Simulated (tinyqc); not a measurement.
Bond length: bond-orbital model of a tetrahedral semiconductor (Harrison's universal couplings).

Hybrid level eh = (es + 3 ep)/4; metallic energy V1 = (ep - es)/4 for each atom; covalent energy V2 = 3.22 hbar^2/(m d^2); polar energy V3 = (ehc - eha)/2; hbar^2/m = 2c, c = hbar^2/2m0. Polarity ap = V3/sqrt(V2^2 + V3^2), covalency ac = V2/sqrt(V2^2 + V3^2). p-p coupling at Gamma Exx = (4/3)(2.22 - 2 x 0.63) hbar^2/(m d^2) = 1.28 hbar^2/(m d^2), s-s coupling Ess = 4 x 1.32 hbar^2/(m d^2).

Constants: hbar^2/2m0 = 3.80998211 eV angstrom^2.

Inputs chosen for the exercise (near tabulated values for Ge; the model gives trends, and its gaps can be far from the real ones; not measured data):
- esc = -15.21 eV (s level, cation)
- epc = -7.32 eV (p level, cation)
- esa = -15.21 eV (s level, anion)
- epa = -7.32 eV (p level, anion)
- d = 2.44 angstrom (bond length)
- Z = 4 (valence electrons of the anion)

d is scaled; levels stay. E0 is the s-like conduction level less Ev at Gamma (Ess = 5.28 u, Exx = 1.28 u); Z* = 4 ap - (Z - 4).

Against d:
```
d/d0  V2 (eV)      ap     Z*  Ev (eV)  E0 (eV)
0.94    4.664  0.0000  0.000   -9.174    1.612
0.96    4.472  0.0000  0.000   -9.098    1.220
0.98    4.291  0.0000  0.000   -9.026    0.852
0.99    4.205  0.0000  0.000   -8.992    0.677
1.00    4.121  0.0000  0.000   -8.958    0.506
1.01    4.040  0.0000  0.000   -8.926    0.341
1.02    3.961  0.0000  0.000   -8.895    0.180
1.04    3.810  0.0000  0.000   -8.835   -0.127
```

Compression raises V2 and E0: dE0/d ln(volume) = -5.60 eV, of which the valence band gives -1.09. The bond stays non-polar. E0 changes sign within the table: the s level drops below the p level, an inverted order.

Computed by tinyqc, a small Python program: `OMP_NUM_THREADS=1 python tinyqc.py 1481914 1481915 out.jsonl` (the numbers bound the seed that draws the inputs); one thread of a shared host (Intel(R) Xeon(R) Processor @ 2.30GHz), about 0.01 s for the whole set of steps.
